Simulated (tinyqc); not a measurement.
Worked calculation: surface segregation during layer-by-layer epitaxy: two-layer exchange kinetics and the shape of quantum wells and delta layers. Computed by tinyqc, a small Python program that keeps every step. Command: `OMP_NUM_THREADS=1 python tinyqc.py 3000387 3000388 out.jsonl mbeseg walk`. One thread of a shared host (Intel(R) Xeon(R) Processor @ 2.30GHz), about 0.01 s of CPU time with the checks. Intermediate numbers are printed to about 7 digits and carried at full precision; extremes and crossings named in words are read from the listed rows.

Atoms A and B exchange only between the growing layer and the one below it. B is supplied for N layers, then pure A follows.

Inputs (values chosen for the exercise, close to those used for phosphorus in silicon):
```
quantity                                   value      unit
barrier E1 for B to move up                 1.68        eV
segregation energy E_s                      0.48        eV
attempt frequency nu                           1       THz
growth rate G                               0.59  layers/s
share x0 of B in the flux during the well   0.15         -
layers in the well N                           4         -
layer thickness                             1.36  angstrom
temperature T                                390         C
```

Constants: k_B = 8.617333262e-05 eV/K.

## Exchange rates

p1 = nu exp(-E1/(k_B T)) (B up, A down), p2 = nu exp(-(E1 + E_s)/(k_B T)) (B down); time per layer tau = 1/G; K = p1/p2. Temperatures in kelvin are T(C) + 273.15. Dilute equilibrium share passed up per layer R_eq = K/(1 + K).

p1 = 0.1707694 1/s

p2 = 3.841732e-05 1/s

p1 tau = 0.2894396

K = 4445.114

R_eq = 0.9997751

Exchange is slow against growth: segregation is kinetically frozen.

## The second layer

Each layer is deposited complete with B share x_dep and then exchanges for the time tau = 1/G with the layer below, whose share is b (total c = s + b fixed): ds/dt = p1 b (1 - s) - p2 s (1 - b), s(0) = x_dep. With the roots s1 < s2 of the right side, (s - s1)/(s - s2) = [(s(0) - s1)/(s(0) - s2)] exp(-(p1 - p2)(s2 - s1) tau). The lower layer is then buried with c - s, and s becomes the b of the next layer. Layer 1 is deposited on pure A with share x0; with nothing to lift from below, take b = 0 and s(0) = x0 for it. Then layer 2 has x_dep = x0.

share in layer 1 after its exchange = 0.1499913

root s1 for layer 2 = 0.2998950

root s2 for layer 2 = 1.000546

share in layer 2 after its exchange = 0.1821320

share buried in layer 1 = 0.1178594

## Buried profile

In the dilute tail each layer passes up the share R = R_eq (1 - exp(-(p1 + p2) tau)); decay length = -layer thickness/ln R. Index 0 is the last layer of pure A below the well. Share of B outside the intended layers 1..N = 1 - (sum over 1..N)/(N x0).

Share of B:
```
layer  intended     buried
0          0.00  0.0000087
1          0.15  0.1178594
2          0.15  0.1432599
3          0.15  0.1485931
4          0.15  0.1434814
5          0.00  0.0350993
6          0.00  0.0087624
7          0.00  0.0021984
8          0.00  0.0005522
9          0.00  0.0001388
10         0.00  0.0000349
14         0.00  0.0000001
19         0.00  0.0000000
29         0.00  0.0000000
```

share passed up R = 0.2513092

decay length = 0.9847428 angstrom

peak share (largest buried share) = 0.1485931

share of B outside the well = 0.07801047

The peak reaches 99 % of x0. B is missing at the lower interface and trails into the cap. Caution: a decay length below one layer thickness is only formal. Caution: two-layer exchange with complete layers is a simplification that can understate segregation at low temperature; desorption, step-edge exchange and surfactants are left out.

## Kinetic against equilibrium segregation over temperature

R_eq = K/(1 + K).

Segregation:
```
T (C)        p1 tau       R_eq             R  decay length (angstrom)  peak share
270    4.372907e-04  0.9999648  4.371951e-04             1.758212e-01   0.1500000
310    5.128893e-03  0.9999289  5.115762e-03             2.577989e-01   0.1500000
350    4.385370e-02  0.9998688  4.290591e-02             4.319180e-01   0.1499928
390    2.894396e-01  0.9997751  2.513092e-01             9.847428e-01   0.1485931
430    1.541225e+00  0.9996374  7.857161e-01             5.639414e+00   0.1073982
470    6.854682e+00  0.9994446  9.983947e-01             8.465300e+02   0.0146842
510    2.617592e+01  0.9991858  9.991858e-01             1.669718e+03   0.0012141
550    8.775293e+01  0.9988501  9.988501e-01             1.181989e+03   0.0017002
```

The decay length peaks at 510 C among these rows: below, exchange is too slow; above, equilibrium rules and K = exp(E_s/(k_B T)) falls. p1 tau passes 1 between 390 and 430 C, below which sharp interfaces can be grown. Caution: decay lengths below one layer thickness are only formal.

Checks made by the program: closed form against integration of the exchange equation (relative difference below 1e-10); conservation of B (relative difference below 1e-10).
